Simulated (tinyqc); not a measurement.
Deep trap from a strong local potential in a two-band host (Koster-Slater model with semi-elliptic bands): one step, computed by the program tinyqc. Command: `OMP_NUM_THREADS=1 python tinyqc.py 3025555 3025556 out.jsonl deeptrap walk`. One thread of a shared host (Intel(R) Xeon(R) Processor @ 2.30GHz), about 0.03 s of CPU time with the checks.

The valence band spans -2 W_v to 0 and the conduction band E_g to E_g + 2 W_c. The orbital at the impurity site has weight f_v in the valence band and 1 - f_v in the conduction band, each spread as a semi-ellipse (2/(pi W^2)) sqrt(W^2 - x^2) about the band centre. The impurity adds U to this orbital. Spin is left out.

Problem. Levels of the small matrix. Diagonalise H (2n rows). The trap level, between the highest valence and the lowest conduction e_k, is number n + 1 from below for an attractive impurity and number n for a repulsive one.

Impurity: attractive, donor-like.

H (eV), lower triangle (symmetric):
```
           1          2         3         4
1  -11.97000
2   -9.27000  -17.37000
3   -7.56892   -7.56892   1.56000
4   -7.56892   -7.56892  -6.18000  -2.84000
```

Give: levels; trap level of the matrix.

Solution.

levels (eV): -33.00  -5.47  1.43  6.42

trap level of the matrix = 1.431 eV
